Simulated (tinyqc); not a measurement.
Classical Heisenberg spin chain: exact results, Metropolis, heat-bath and over-relaxation steps, and a Monte Carlo run: one step, computed by the program tinyqc. Command: `OMP_NUM_THREADS=1 python tinyqc.py 3130354 3130355 out.jsonl heismc walk`. One thread of a shared host (Intel(R) Xeon(R) Processor @ 2.30GHz), about 0.2 s of CPU time with the checks.

E = -J sum_i s_i . s_(i+1) for unit vectors s_i on an open chain; K = J/(k_B T).

Question. Exact results. Each bond angle is independent, so u = <s_i . s_(i+1)> = coth K - 1/K, <s_i . s_(i+n)> = u^n, correlation length xi = -1/ln|u|, energy per bond -J u, heat capacity per bond c/k_B = 1 - K^2/sinh^2 K, and for the long chain chi = mu^2 (1 + u)/(3 k_B T (1 - u)) per spin.

Inputs (values chosen for the exercise, for a model chain of large moments): coupling J = 28 meV; temperature T = 65 K; moment mu = 3.7 mu_B.

Constants: k_B = 8.617333262e-05 eV/K; mu_B = 5.7883818060e-05 eV/T.

Give: K; u; xi; energy per bond; heat capacity; chi over the Curie value; chi.

Answer.

K = 4.999

u = 0.8000

xi = 4.483 sites

energy per bond = -22.40 meV

heat capacity = 0.9955 k_B/bond

chi over the Curie value = 9.002

chi = 0.4245 mu_B/T per spin

For |K| >> 1, |u| = 1 - 1/|K| and xi = |K| - 1/2 = 4.50: the chain orders only at T = 0, and c tends to k_B, not to zero, a failure of classical spins.
